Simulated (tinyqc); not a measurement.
Born-von Karman spring model of a cubic crystal with one atom per cell: one step, computed by the program tinyqc. Command: `OMP_NUM_THREADS=1 python tinyqc.py 3025524 3025525 out.jsonl springs walk`. One thread of a shared host (Intel(R) Xeon(R) Processor @ 2.30GHz), about 0.1 s of CPU time with the checks.

First neighbours lie at a/2 (1,1,0) (12 of them), second at a (1,0,0) (6), with all permutations and signs; the volume per atom is Omega = a^3/4.

Question. Sound velocities. rho = M/Omega and v = sqrt(C/rho), with C = C11, C44, C44 along [100]; (C11 + C12 + 2 C44)/2, C44, (C11 - C12)/2 along [110]; (C11 + 2 C12 + 4 C44)/3 and twice (C11 - C12 + C44)/3 along [111].

Inputs (values chosen for the exercise, for a model crystal): lattice constant a = 3.14 angstrom; atomic mass M = 47.1 u.

Lattice: fcc.

C11 = 304.1074 GPa

C44 = 102.0495 GPa

C12 = 102.0495 GPa

Constants: u = 1.6605390666e-27 kg.

Give: density rho; Velocities (m/s).

Answer.

density rho = 10105 kg/m^3

Velocities (m/s):
```
direction  longitudinal  transverse 1  transverse 2
[100]              5486          3178          3178
[110]              5495          3178          3162
[111]              5498          3167          3167
```

Along [110] the two transverse waves differ by a factor sqrt(2 C44/(C11 - C12)) = 1.005.
